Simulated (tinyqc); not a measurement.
Classical Heisenberg spin chain: exact results, Metropolis, heat-bath and over-relaxation steps, and a Monte Carlo run: one step, computed by the program tinyqc.

E = -J sum_i s_i . s_(i+1) for unit vectors s_i on an open chain; K = J/(k_B T).

Problem. Four single-spin steps. The given spins are first normalised. Spins 2 and 3 are updated in turn, with h = K (sum of the two neighbours). Heat bath: cos(theta) = 1 + ln(1 - r1 (1 - exp(-2 |h|)))/|h| about n = h/|h|, azimuth 2 pi r2 = phi in the frame a = n x z/|n x z|, b = n x a: s = n cos(theta) + sin(theta)(a cos(phi) + b sin(phi)); r1, r2 are the first two numbers of the row. Steps 2 and 4 are reflections, s -> 2 (s . h) h/|h|^2 - s, which keep the energy and use no random number.

Inputs (values chosen for the exercise, for a model chain of large moments): temperature T = 124 K.

Update: heat bath with over-relaxation.

four neighbouring spins (rows; components x, y, z):
```
         1        2        3
1  -0.6628  -0.5512  -0.5068
2   0.5660  -0.5984  -0.5670
3  -0.8481  -0.1368   0.5118
4  -0.1740  -0.8138   0.5545
```

random numbers, one row a step:
```
        1       2       3
1  0.7792  0.4062  0.6411
2  0.6781  0.4336  0.6565
3  0.5291  0.8546  0.6671
4  0.9114  0.2954  0.6991
```

K = -1.216603

Give: the table «Steps» with the columns |h|, h . s before, h . s after, move, x, y, z.

Solution.

Steps:
```
spin     |h|  h . s before  h . s after        move         x         y         z
2     2.0198        0.5430       0.5696   heat bath  -0.07533   0.84204  -0.53412
3     0.3063       -0.2653      -0.2653  reflection  -0.86730   0.33118  -0.37164
2     2.1631       -0.4857       1.4248   heat bath   0.34093  -0.41538   0.84334
3     2.2737        1.3034       1.3034  reflection   0.76489   0.42290  -0.48591
```
